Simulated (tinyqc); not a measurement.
Spherical quantum dot: sweeps and comparisons. A value that a table varies takes the place of the one given here.

A sphere of radius R, isotropic masses, c = hbar^2/2m0, k = sqrt(mw E/c), kappa = sqrt(mb (V0 - E)/c). State n l is the spherical Bessel function j_l(k r) inside and k_l(kappa r) outside; psi and psi'/m are continuous: (k/mw) j_l'(kR)/j_l(kR) = (kappa/mb) k_l'(kappa R)/k_l(kappa R). For l = 0 this reads kR cot(kR) = 1 - (mw/mb)(1 + kappa R).

With hard walls E = c (x/R)^2/mw, x a zero of j_l: 1s 3.141593; 2s 6.283185; 1p 4.493409; 2p 7.725252; 1d 5.763459; 2d 9.095011; 1f 6.987932; 2f 10.417119.

Constants: hbar^2/2m0 = 3.80998211 eV angstrom^2.

Values chosen for the exercise (near those of an InGaAs dot in InAlAs; not measured data): V0 = 0.5 eV (barrier height); mw = 0.04 m0 (mass inside); mb = 0.0731 m0 (mass outside); Rs = (20, 29, 41, 58, 81, 116, 162) angstrom (radii); R = 58 angstrom (radius).

## Radius

The two lowest states against R; a dash marks an unbound state.

Levels (eV):
```
R (angstrom)      1s      1p  1s, hard walls  flat well of width 2R
20            0.4768       -          2.3502                 0.1607
29            0.3582       -          1.1178                 0.1049
41            0.2425  0.4748          0.5592                 0.0665
58            0.1520  0.3099          0.2795                 0.0401
81            0.0918  0.1880          0.1433                 0.0237
116           0.0510  0.1044          0.0699                 0.0130
162           0.0285  0.0584          0.0358                 0.0072
```

The lowest state is bound at every radius listed. 1p becomes bound between 29 and 41 angstrom. At the largest radius the level is 0.80 of the hard-wall value and 3.96 times that of the flat well (the hard-wall ratio is 4.00); the exponent d ln E/d ln R between the last two radii is -1.74. Levels above about 0.3 eV lie beyond the range of a parabolic mass.

## Shape and dimension

Lowest level with hard walls: film c (pi/2R)^2/mw, cylinder c (2.404826/R)^2/mw, sphere c (pi/R)^2/mw, square or cube of side a: 2 or 3 times c (pi/a)^2/mw; c = hbar^2/2m0. Finite barriers V0 with outer mass mb and psi, psi'/m continuous for film, cylinder and sphere (not separable for the square and the cube: dash).

Lowest level (eV):
```
shape                      hard walls  finite barrier
film, width 2R                 0.0699          0.0401
cylinder, radius R             0.1637          0.0916
square wire of equal area      0.1779               -
sphere, radius R               0.2795          0.1520
cube of equal volume           0.3226               -
```

With hard walls the levels of film, cylinder and sphere stand as 1 : 2.34 : 4.00; with the finite barrier as 1 : 2.28 : 3.79. The square lies 8.6 % above the circle of equal area and the cube 15.5 % above the sphere of equal volume: round shapes give the lowest level for a given size.

## What each parameter does

The lowest level 1s and its distance to V0. Each row changes one parameter from the base and keeps the others.

Results:
```
case             E (eV)  V0 - E (eV)     k R
base             0.1520       0.3480  2.3167
R = 64 angstrom  0.1316       0.3684  2.3792
V0 = 0.425 eV    0.1449       0.2801  2.2625
mw = 0.044 m0    0.1455       0.3545  2.3775
mb = 0.0914 m0   0.1425       0.3575  2.2437
```

The largest shifts from the base row, up to three for each result and ties (the steps differ in size, so this ranks the rows, not the parameters). E (eV): R -0.0203, mb -0.0094, V0 -0.0070. V0 - E (eV): V0 -0.0680, R +0.0203, mb +0.0094. k R: mb -0.0730, R +0.0625, mw +0.0608.

Program tinyqc; command `OMP_NUM_THREADS=1 python tinyqc.py 1250414 1250415 out.jsonl`; about 0.04 s on one thread of a shared Intel(R) Xeon(R) Processor @ 2.30GHz.
